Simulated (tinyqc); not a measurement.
# Thermionic-field emission through a Schottky barrier, WKB: effect of temperature

Metal on an n-type semiconductor with one parabolic valley; V > 0 is forward bias (metal positive). Energies E are counted from the conduction edge of the neutral semiconductor, whose Fermi level lies at -xi; that of the metal lies at -xi - V. The barrier is a parabola of height Vd = phi - xi - V (depletion approximation, no image force).

Nc = 2 (2 pi me m0 kB T/h^2)^1.5 (times 1e-6 for cm^-3); Nd = Nc F12(-xi/Vt), F12(x) = (2/sqrt(pi)) int_0^infinity sqrt(u)/(1 + exp(u - x)) du; E00 = (hbar/2) sqrt(Nd/(me m0 eps0 eps_r)) in SI units (volts). For E < Vd, ln T(E) = -(Vd/E00) [sqrt(1 - y) - y ln((1 + sqrt(1 - y))/sqrt(y))], y = E/Vd; T(E) = 1 above. J = A* T (q/kB) int_0^infinity T(E) N(E) dE, N = ln[(1 + exp((-xi - E)/Vt))/(1 + exp((-xi - V - E)/Vt))], A* = 4 pi q me m0 kB^2/h^3 (times 1e-4 for A/(cm^2 K^2)). The integral is converged to the digits shown; the share over the barrier is that of E > Vd, and 0 means below 1e-6 %. phi is held fixed. By a common rule of thumb, E00/Vt below 0.5 marks thermionic emission, 0.5 to 5 thermionic-field emission and above 5 field emission.

Parameters, values chosen for the exercise; band and dielectric values close to those of gallium arsenide:
```
symbol,value,unit,meaning
me,0.0669,m0,electron mass
eps_r,13.1,,relative permittivity
phi,0.72,eV,barrier height seen from the metal
Nd,3.5e18,cm^-3,donor density
V,0.28,V,bias
```

Constants: q = 1.602176634e-19 C, kB = 1.380649e-23 J/K, eps0 = 8.8541878128e-12 F/m, hbar = 1.054571817e-34 J s, h = 6.62607015e-34 J s, m0 = 9.1093837015e-31 kg, Vt = kB T/q. Results are converted to the units shown.

Results:

| T (K) | E00/Vt | J (A/cm^2) | share over the barrier (%) | mean E/Vd |
|---|---|---|---|---|
| 60 | 7.176 | 101.5 | 0 | 0.1551 |
| 100 | 4.306 | 116.2 | 0 | 0.1656 |
| 200 | 2.153 | 217.6 | 1.21e-6 | 0.2210 |
| 250 | 1.722 | 342.2 | 1.98e-4 | 0.2661 |
| 300 | 1.435 | 575.8 | 5.10e-3 | 0.3210 |
| 400 | 1.076 | 1795 | 0.205 | 0.4421 |
| 500 | 0.8611 | 5439 | 1.36 | 0.5511 |

Estimate the missing row, T = 150 K.

Computed row:

| T (K) | E00/Vt | J (A/cm^2) | share over the barrier (%) | mean E/Vd |
|---|---|---|---|---|
| 150 | 2.870 | 151.2 | 0 | 0.1876 |

With this row back in the table: J rises from 101 to 5440 A/cm^2, and the mean E/Vd rises from 0.155 to 0.551, as E00/Vt falls from 7.18 (field emission) to 0.861 (thermionic-field emission). Between the first two rows J changes by a factor of 1.15, between the last two by 3.03.

Range of the model: The depletion approximation, a parabolic band and the neglect of image-force lowering make these currents estimates at high doping.

tinyqc, about 0.02 s, one thread, Intel Xeon 2.30GHz (shared host): `OMP_NUM_THREADS=1 python tinyqc.py 2640162 2640163 out.jsonl`
